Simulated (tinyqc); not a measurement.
## Capacitances against the relative permittivity between the lines

Endless row of lines of width wl, height tl and space sl between grounded planes at distance hd; e2 fills the gaps beside the lines, e1 the rest. Laplace's equation is solved on meshes of 3, 6 and 12 steps per unit u and extrapolated (Aitken), which is good to about 0.2 %. C_even (all lines at 1 V) is the capacitance Cg to the planes; C_odd (neighbours in antiphase) = Cg + 4 Cc if only nearest neighbours couple, which defines Cc; total with quiet neighbours Cg + 2 Cc. Plate values 2 eps0 e1 wl/hd and eps0 e2 tl/sl.

Values chosen for this exercise: relative permittivity above and below the lines e1 = 2.7; line width, in units u wl = 6 u; line height tl = 10 u; space between lines sl = 8 u; distance to each plane hd = 8 u.

Constants: eps0 = 8.8541878128e-12 F/m. Results are converted to the units shown.

The same in every row: plate Cg (aF/um) = 35.9.

Results:
```
e2,Cg (aF/um),Cc (aF/um),Cg + 2 Cc (aF/um),C_odd (aF/um),plate Cc (aF/um),"share of coupling, 2 Cc/(Cg + 2 Cc) (%)"
1,72.0,16.5,105,138,11.1,31.5
1.5,73.6,21.9,117,161,16.6,37.3
2,74.9,27.3,129,184,22.1,42.2
2.5,75.8,32.7,141,207,27.7,46.3
3,76.6,38.1,153,229,33.2,49.9
5,78.6,60.1,199,319,55.3,60.5
7,79.7,82.1,244,408,77.5,67.3
```

Estimate the missing row, e2 = 3.9.

Computed row:
```
e2,Cg (aF/um),Cc (aF/um),Cg + 2 Cc (aF/um),C_odd (aF/um),plate Cc (aF/um),"share of coupling, 2 Cc/(Cg + 2 Cc) (%)"
3.9,77.6,48.0,174,270,43.2,55.3
```

With this row back in the table: As e2 goes from 1 to 7, Cg rises from 72.0 to 79.7 aF/um, Cc rises from 16.5 to 82.1 aF/um and the share of coupling rises from 31.5 to 67.3 %. Cg is 2.01 times its plate value in the first row and 2.22 times in the last; for Cc the ratios are 1.49 and 1.06. Neighbours in antiphase raise the load by a factor of 1.31 and 1.67 over quiet ones.

Numbers from tinyqc (`OMP_NUM_THREADS=1 python tinyqc.py 2790222 2790223 out.jsonl`; about 2 s on one thread of a shared Intel Xeon 2.30GHz).
